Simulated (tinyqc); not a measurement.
Cyclotron masses against the field direction: averaged masses of warped heavy- and light-hole bands.

Four-band hole energies E = c k^2 f(u), c = hbar^2/2m0, f = g1 -/+ 2 sqrt(g2^2 + 3 (g3^2 - g2^2) s), s = ux^2 uy^2 + uy^2 uz^2 + uz^2 ux^2 for the unit vector u; minus for heavy, plus for light holes; the mass along u is 1/f.

Values chosen for the exercise (out of a larger set: near those of GaAs; not measured data):
- g1 = 6.99 (Luttinger gamma1)
- g2 = 2.06 (gamma2)
- g3 = 2.92 (gamma3)

For the central orbit m_cyc is the mean of 1/f(u) over the directions u normal to B (360 points on the circle). B lies in the (1-10) plane at the angle from [001]; 54.7 degrees is [111], 90 is [110].

Masses (m0):
```
angle (degrees)   heavy   light
0.0              0.4826  0.0849
15.0             0.5118  0.0839
30.0             0.5858  0.0820
45.0             0.6454  0.0806
54.7             0.6540  0.0803
70.0             0.6472  0.0808
90.0             0.6417  0.0817
```

How do the results move, and what explains it?

The heavy mass is smallest at 0 and largest at 54.7 degrees of the angles listed, a spread of 36 %; the light mass varies by 5.7 %. The orbit normal to [001] has s between 0 and 1/4, the orbit normal to [111] has s = 1/4 all round, which gives 1/(g1 - sqrt(g2^2 + 3 g3^2)) = 0.6540. This is the classical limit; low Landau levels of holes depart from it.

Run: tinyqc, `OMP_NUM_THREADS=1 python tinyqc.py 1050043 1050044 out.jsonl`; Intel(R) Xeon(R) Processor @ 2.30GHz, one thread, shared host; about 0.01 s of CPU time with all checks.
